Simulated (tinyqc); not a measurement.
Comparisons within one model: Weaire-Thorpe hybrids on a Bethe lattice: gap and dangling bond of an amorphous tetrahedral solid. A value that a table varies takes the place of the one given here.

Four sp3 hybrids an atom at energy 0, coupled by -V1 on the atom and by -V2 along a bond; the bonds form a tree (no rings). For any network the gap runs at least from -V2 + V1 to V2 - 3 V1, and p-like states pile up at -V2 + V1 and V2 + V1. On the tree the gap is wider: it ends at Ec = -V1 + sqrt(V2^2 + 4 V1^2 - 2 sqrt3 V1 V2), which makes it well wider than the gaps of the real glasses. A branch seen from a hybrid has the self-energy S = V2^2 g, where g is the Green function of the hybrid across the bond, whose three partners carry S themselves. With a = z - V1, b = a - S: g = 1/(a + V1 b/(b + 3 V1)), z = E + i eta. A full atom has G = (1/b)(b + 3 V1)/(b + 4 V1) per hybrid; a dangling hybrid with shift dh has G = 1/(1/g - dh).

Values chosen for the exercise (of the size of tabulated hybrid energies for tetrahedral carbon; shifted at random, so the results belong to these values and not to a real crystal): V1 = 2.02 eV (coupling of two hybrids on one atom); V2 = 10.58 eV (coupling of the two hybrids of a bond); eta = 0.03 eV (broadening); dh = -0.75 eV (shift of the dangling hybrid (rehybridisation)); VH = 4.71 eV (coupling to a hydrogen atom); eH = -4.28 eV (hydrogen level); E1s = -9.8 eV (first energy); dE = 1.36 eV (step).

## Bulk, dangling and hydrogenated hybrids across the gap

edges (eV): Ev -8.56000, Ec(bound) 4.52000, Ec(tree) 5.34374

Thirteen energies E1s + j dE. With hydrogen the hybrid gains the self-energy VH^2/(z - eH) and dh = 0.

Density per hybrid (1/eV):

| E (eV) | bulk | dangling | with hydrogen |
|---|---|---|---|
| -9.80 | 0.0280 | 0.0048 | 0.0086 |
| -8.44 | 0.1563 | 0.0002 | 0.0012 |
| -7.08 | 0.0012 | 0.0002 | 0.3400 |
| -5.72 | 0.0004 | 0.0003 | 0.0014 |
| -4.36 | 0.0002 | 0.0006 | 0.0004 |
| -3.00 | 0.0001 | 0.0016 | 0.0003 |
| -1.64 | 0.0001 | 0.0091 | 0.0004 |
| -0.28 | 0.0001 | 0.0559 | 0.0007 |
| 1.08 | 0.0001 | 0.0028 | 0.0021 |
| 2.44 | 0.0001 | 0.0009 | 0.0652 |
| 3.80 | 0.0002 | 0.0005 | 0.0051 |
| 5.16 | 0.0011 | 0.0005 | 0.0015 |
| 6.52 | 0.0312 | 0.0091 | 0.0184 |

How do the results move?

Between Ev = -8.56 and Ec = 5.34 eV the bulk density is a broadening tail (least 0.0001). The dangling hybrid reaches 0.056 at -0.28 eV among these rows; its level lies at -0.670 eV, and the peak there, of width eta, is far higher unless a row falls on it. With hydrogen the largest value on the rows inside the gap, more than 0.05 eV from an edge, is 0.3400, and 1/g = VH^2/(E - eH) still has roots in this wide gap, at -7.005 and 2.735 eV.

## Level against rehybridisation

Root of 1/g(E) = dh for eta = 0 in the gap of the tree, between Ev = -V2 + V1 and Ec; a dash: none. A flatter atom makes the hybrid more p-like (dh > 0, up to V1), a more pyramidal one more s-like (dh < 0).

Level:

| dh (eV) | E (eV) | above Ev (eV) | weight |
|---|---|---|---|
| -3.0 | -2.6834 | 5.8766 | 0.891 |
| -2.5 | -2.2372 | 6.3228 | 0.894 |
| -2.0 | -1.7897 | 6.7703 | 0.896 |
| -1.5 | -1.3417 | 7.2183 | 0.896 |
| -1.0 | -0.8936 | 7.6664 | 0.896 |
| -0.5 | -0.4462 | 8.1138 | 0.894 |
| 0.0 | 0.0000 | 8.5600 | 0.891 |
| 0.5 | 0.4442 | 9.0042 | 0.886 |
| 1.0 | 0.8856 | 9.4456 | 0.879 |

What can be read from the table?

A level exists for 9 of the 9 rows, from dh = -3 (5.877 eV above Ev) to 1 (9.446 eV); the gap of the tree is 13.904 eV. Its slope dE/d(dh) is the weight, largest at dh = -1.5 (0.90). A level that rises as the atom flattens is why an emptied dangling bond relaxes flat and a doubly filled one pyramidal.

## Stretching the bonds

V2 is scaled as (d0/d)^2 and V1 stays. Bound 2 V2 - 4 V1; tree V2 - 2 V1 + sqrt(V2^2 + 4 V1^2 - 2 sqrt3 V1 V2); a negative bound means that a network with rings may have no gap.

Against d/d0:

| d/d0 | V2 (eV) | V2/V1 | bound (eV) | tree (eV) |
|---|---|---|---|---|
| 0.96 | 11.480 | 5.683 | 14.880 | 15.673 |
| 0.98 | 11.016 | 5.454 | 13.952 | 14.760 |
| 1.00 | 10.580 | 5.238 | 13.080 | 13.904 |
| 1.02 | 10.169 | 5.034 | 12.258 | 13.099 |
| 1.04 | 9.782 | 4.842 | 11.484 | 12.342 |
| 1.07 | 9.241 | 4.575 | 10.402 | 11.288 |
| 1.10 | 8.744 | 4.329 | 9.408 | 10.324 |
| 1.15 | 8.000 | 3.960 | 7.920 | 8.894 |

How do the results move?

The bound falls by 424 meV for each per cent of stretch near d0 and vanishes at d/d0 = 1.618, beyond the table. Weak, stretched bonds therefore put states closest to the edges, one origin of band tails.

## What each parameter does

Ev = -V2 + V1, conduction edge of the tree -V1 + sqrt(V2^2 + 4 V1^2 - 2 sqrt3 V1 V2), and the level that solves 1/g(E) = dh for eta = 0. Each row changes one parameter from the base and keeps the others.

Results:

| case | Ev (eV) | Ec (eV) | level (eV) | weight |
|---|---|---|---|---|
| base | -8.5600 | 5.3437 | -0.6698 | 0.895 |
| V1 = 1.94 eV | -8.6400 | 5.5359 | -0.6759 | 0.903 |
| V2 = 10.73 eV | -8.7100 | 5.4881 | -0.6720 | 0.898 |
| dh = -0.85 eV | -8.5600 | 5.3437 | -0.7593 | 0.895 |

How do the results move?

The largest shifts from the base row, up to three for each result and ties (the steps differ in size, so this ranks the rows, not the parameters). Ev (eV): V2 -0.1500, V1 -0.0800; unchanged at the printed digits by dh. Ec (eV): V1 +0.1922, V2 +0.1444; unchanged at the printed digits by dh. level (eV): dh -0.0895, V1 -0.0061, V2 -0.0022. weight: V1 +0.008, V2 +0.003; unchanged at the printed digits by dh.

Program tinyqc; command `OMP_NUM_THREADS=1 python tinyqc.py 1450246 1450247 out.jsonl`; about 0.02 s on one thread of a shared Intel(R) Xeon(R) Processor @ 2.30GHz.
